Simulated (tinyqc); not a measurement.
Worked calculation: coherent transport through a tight-binding region between two chains. One step of it, computed by the program tinyqc.

Problem. Transmission at E = 0.04 eV. Surface Green function g = (E - i sqrt(4 t^2 - E^2)) / (2 t^2); self-energy tc^2 g on each contact site; G = (E - H - Sigma)^(-1); Gamma = -2 Im Sigma; T = Gamma_L Gamma_R |G_LR|^2; local density of states -Im G_ii / pi.

H of the central region (eV):
```
           1          2          3          4          5          6
1   0.000000  -0.940000   0.000000   0.000000   0.000000  -0.940000
2  -0.940000   1.220000  -0.940000   0.000000   0.000000   0.000000
3   0.000000  -0.940000   1.220000  -0.940000   0.000000   0.000000
4   0.000000   0.000000  -0.940000   1.220000  -0.940000   0.000000
5   0.000000   0.000000   0.000000  -0.940000   1.220000  -0.940000
6  -0.940000   0.000000   0.000000   0.000000  -0.940000   0.000000
```

Leads: semi-infinite chains with site energy 0:

| parameter | value |
|---|---|
| lead hopping t (eV) | 2.540000 |
| coupling to the left lead (eV) | 0.600000 |
| coupling to the right lead (eV) | 0.890000 |
| left contact site | 1 |
| right contact site | 4 |

E = 0.040000 eV

Give: g; G; local density of states; transmission.

Solution.

g = 0.0031-0.3937i 1/eV

G (1/eV):
```
                 1                2                3                4
1   1.4722-1.1322i   1.8356-0.3863i   0.8321+0.6473i  -0.7911+1.1988i
2   1.8356-0.3863i   2.5003-0.5752i   2.3668-0.3358i   0.4709+0.1537i
3   0.8321+0.6473i   2.3668-0.3358i   2.1390-1.0688i   1.3822-1.0059i
4  -0.7911+1.1988i   0.4709+0.1537i   1.3822-1.0059i   1.2642-1.4164i
5  -1.4295+1.1232i  -1.7235+0.3729i  -0.7341-0.6551i   0.8020-1.1953i
6  -1.0034+0.2112i  -2.6344+0.3144i  -2.3037+0.1835i  -0.2574-0.0840i

                 5                6
1  -1.4295+1.1232i  -1.0034+0.2112i
2  -1.7235+0.3729i  -2.6344+0.3144i
3  -0.7341-0.6551i  -2.3037+0.1835i
4   0.8020-1.1953i  -0.2574-0.0840i
5   1.3465-1.1145i   1.9520-0.2038i
6   1.9520-0.2038i   2.7078-0.1719i
```

local density of states (1/eV): 0.3604  0.1831  0.3402  0.4509  0.3548  0.0547

transmission = 0.3647
